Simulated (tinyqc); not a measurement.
Band edges of strained Si(1-x)Ge(x) on relaxed Si(1-y)Ge(y): one step. Conduction valleys of the layer. Four cases, with inputs chosen for the exercise.

Problem. Give the hydrostatic shifts, the uniaxial shifts and the edges.

A valley with unit axis u lies at Ev + gap + (av + a_valley) tr(e) + Xu (u.e.u - tr(e)/3); the Delta axes are x, y, z and the L axes [111], [1-1-1], [-11-1], [-1-11]. The second-order shift of the Delta valleys under shear is left out; it lowers the pair normal to the sheared plane by tens of meV at a shear of 1 %.

Give: hydrostatic shifts of Delta and L; uniaxial shifts; valley edges.

Case 1.

Interpolated values (a in angstrom, C11, C12, C44 in GPa, all else in eV):

| symbol | layer | buffer |
|---|---|---|
| a | 5.489060 | 5.429000 |
| Dso | 0.108480 | 0.044000 |
| av | 2.135400 | 2.450000 |
| b | -2.214400 | -2.100000 |
| d | -4.946600 | -4.840000 |
| C11 | 155.400000 | 164.500000 |
| C12 | 59.944000 | 64.000000 |
| C44 | 76.772000 | 80.100000 |
| Ev | 0.182000 | 0.000000 |
| ED | 1.051800 | 1.145000 |
| EL | 1.678880 | 2.007000 |
| aD | 1.609200 | 1.760000 |
| aL | -2.947000 | -3.090000 |
| XuD | 9.236000 | 9.080000 |
| XuL | 16.357800 | 16.610000 |

strain tensor in the cubic axes:
```
             x            y            z
x  -0.00277631   0.00816545   0.00000000
y   0.00816545  -0.00277631   0.00000000
z   0.00000000   0.00000000  -0.01094176
```

Solution.

hydrostatic shifts of Delta and L (eV): -0.0618  0.0134

uniaxial shifts (eV): Delta x 0.0251, Delta y 0.0251, Delta z -0.0503, L [111] 0.0890, L [1-1-1] -0.0890, L [-11-1] -0.0890, L [-1-11] 0.0890

valley edges (eV): Delta x 1.1972, Delta y 1.1972, Delta z 1.1218, L [111] 1.9633, L [1-1-1] 1.7852, L [-11-1] 1.7852, L [-1-11] 1.9633

The lowest set is Delta2 (the digit counts whole valleys) at 1.1218 eV; the Delta valleys spread over 75 meV and the L valleys over 178 meV.

Case 2.

Interpolated values (a in angstrom, C11, C12, C44 in GPa, all else in eV):

| symbol | layer | buffer |
|---|---|---|
| a | 5.518769 | 5.431000 |
| Dso | 0.144450 | 0.044000 |
| av | 1.957500 | 2.470000 |
| b | -2.280400 | -2.100000 |
| d | -4.964500 | -4.780000 |
| C11 | 150.138000 | 165.800000 |
| C12 | 58.035000 | 64.800000 |
| C44 | 73.470000 | 78.800000 |
| Ev | 0.254200 | 0.000000 |
| ED | 1.003553 | 1.158000 |
| EL | 1.495820 | 2.028000 |
| aD | 1.672700 | 1.890000 |
| aL | -2.778300 | -2.930000 |
| XuD | 9.349300 | 9.050000 |
| XuL | 15.545600 | 15.890000 |

strain tensor in the cubic axes:
```
             x            y            z
x  -0.00398160   0.01192208   0.00000000
y   0.01192208  -0.00398160   0.00000000
z   0.00000000   0.00000000  -0.01590367
```

Solution.

hydrostatic shifts of Delta and L (eV): -0.0866  0.0196

uniaxial shifts (eV): Delta x 0.0372, Delta y 0.0372, Delta z -0.0743, L [111] 0.1236, L [1-1-1] -0.1236, L [-11-1] -0.1236, L [-1-11] 0.1236

valley edges (eV): Delta x 1.2083, Delta y 1.2083, Delta z 1.0968, L [111] 1.8932, L [1-1-1] 1.6461, L [-11-1] 1.6461, L [-1-11] 1.8932

The lowest set is Delta2 (the digit counts whole valleys) at 1.0968 eV; the Delta valleys spread over 111 meV and the L valleys over 247 meV.

Case 3.

Interpolated values (a in angstrom, C11, C12, C44 in GPa, all else in eV):

| symbol | layer | buffer |
|---|---|---|
| a | 5.450229 | 5.428000 |
| Dso | 0.071500 | 0.044000 |
| av | 2.343600 | 2.480000 |
| b | -2.148400 | -2.100000 |
| d | -4.822800 | -4.770000 |
| C11 | 162.644000 | 167.000000 |
| C12 | 61.450000 | 63.100000 |
| C44 | 77.959000 | 79.400000 |
| Ev | 0.079200 | 0.000000 |
| ED | 1.126077 | 1.173000 |
| EL | 1.876430 | 2.018000 |
| aD | 1.779400 | 1.830000 |
| aL | -2.913300 | -2.910000 |
| XuD | 9.453300 | 9.450000 |
| XuL | 16.018400 | 16.190000 |

strain tensor in the cubic axes:
```
             x            y           z
x  -0.00407851   0.00000000  0.00000000
y   0.00000000  -0.00407851  0.00000000
z   0.00000000   0.00000000  0.00308188
```

Solution.

hydrostatic shifts of Delta and L (eV): -0.0209  0.0029

uniaxial shifts (eV): Delta x -0.0226, Delta y -0.0226, Delta z 0.0451, L [111] 0.0000, L [1-1-1] 0.0000, L [-11-1] 0.0000, L [-1-11] 0.0000

valley edges (eV): Delta x 1.1618, Delta y 1.1618, Delta z 1.2295, L [111] 1.9585, L [1-1-1] 1.9585, L [-11-1] 1.9585, L [-1-11] 1.9585

The lowest set is Delta4 (the digit counts whole valleys) at 1.1618 eV; the Delta valleys spread over 68 meV and the L valleys over 0 meV.

Case 4.

Interpolated values (a in angstrom, C11, C12, C44 in GPa, all else in eV):

| symbol | layer | buffer |
|---|---|---|
| a | 5.558670 | 5.496300 |
| Dso | 0.186500 | 0.119000 |
| av | 1.766000 | 2.090000 |
| b | -2.336500 | -2.215000 |
| d | -5.033600 | -4.904000 |
| C11 | 143.422000 | 152.980000 |
| C12 | 55.181000 | 59.690000 |
| C44 | 73.247000 | 76.730000 |
| Ev | 0.359100 | 0.189000 |
| ED | 0.996055 | 1.063590 |
| EL | 1.284840 | 1.632600 |
| aD | 1.447600 | 1.534000 |
| aL | -2.988400 | -2.956000 |
| XuD | 9.184000 | 9.130000 |
| XuL | 15.265000 | 15.400000 |

strain tensor in the cubic axes:
```
             x            y           z
x  -0.01122031   0.00000000  0.00000000
y   0.00000000  -0.01122031  0.00000000
z   0.00000000   0.00000000  0.00863393
```

Solution.

hydrostatic shifts of Delta and L (eV): -0.0444  0.0169

uniaxial shifts (eV): Delta x -0.0608, Delta y -0.0608, Delta z 0.1216, L [111] 0.0000, L [1-1-1] 0.0000, L [-11-1] 0.0000, L [-1-11] 0.0000

valley edges (eV): Delta x 1.2500, Delta y 1.2500, Delta z 1.4323, L [111] 1.6608, L [1-1-1] 1.6608, L [-11-1] 1.6608, L [-1-11] 1.6608

The lowest set is Delta4 (the digit counts whole valleys) at 1.2500 eV; the Delta valleys spread over 182 meV and the L valleys over 0 meV.

Computed by tinyqc, one run a case: `OMP_NUM_THREADS=1 python tinyqc.py N N+1 out.jsonl` with N = 1050699, 1050751, 1050757, 1050828; one thread of a shared Intel(R) Xeon(R) Processor @ 2.30GHz, about 0.02 s a run at most.
